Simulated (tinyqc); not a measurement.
Effective-mass impurity with a central-cell term, in a basis of Slater functions: one step, computed by the program tinyqc. Command: `OMP_NUM_THREADS=1 python tinyqc.py 3005545 3005546 out.jsonl centralcell walk`. One thread of a shared host (Intel(R) Xeon(R) Processor @ 2.30GHz), about 0.01 s of CPU time with the checks.

The envelope obeys H = -nabla^2 - (2/r) [Z + A exp(-kappa r)] in effective units, with kappa = a*/lambda; positive A deepens the well near the core.

Question. Generalised eigenproblem. (T + V + W) c = E S c with c^T S c = 1 and the largest component positive.

Impurity: donor, one isotropic band.

kinetic T (Ry*):
```
           1          2          3          4
1     0.2116  0.4155835  0.4057588  0.2808969
2  0.4155835   2.033476   3.993758   3.899342
3  0.4057588   3.993758   19.54170   38.38001
4  0.2808969   3.899342   38.38001   187.7958
```

Coulomb V (Ry*):
```
            1          2           3           4
1       -0.92  -1.194875  -0.9738726  -0.6311431
2   -1.194875     -2.852   -3.704114   -3.019005
3  -0.9738726  -3.704114     -8.8412   -11.48275
4  -0.6311431  -3.019005   -11.48275   -27.40772
```

central cell W (Ry*):
```
              1            2            3           4
1  -0.002438643  -0.01309843  -0.06807670  -0.3215518
2   -0.01309843  -0.07036319   -0.3658403   -1.729868
3   -0.06807670   -0.3658403    -1.904311   -9.033783
4    -0.3215518    -1.729868    -9.033783   -43.25082
```

overlap S:
```
          1         2         3         4
1  1.000000  0.633550  0.199540  0.044560
2  0.633550  1.000000  0.633550  0.199540
3  0.199540  0.633550  1.000000  0.633550
4  0.044560  0.199540  0.633550  1.000000
```

Give: two lowest levels; coefficients of the lowest state; <T>; <W>.

Answer.

two lowest levels (Ry*): -1.011  -0.099

coefficients of the lowest state: 0.3417  0.7774  -0.0583  0.0152

<T> = 1.233 Ry*

<W> = -0.05860 Ry*
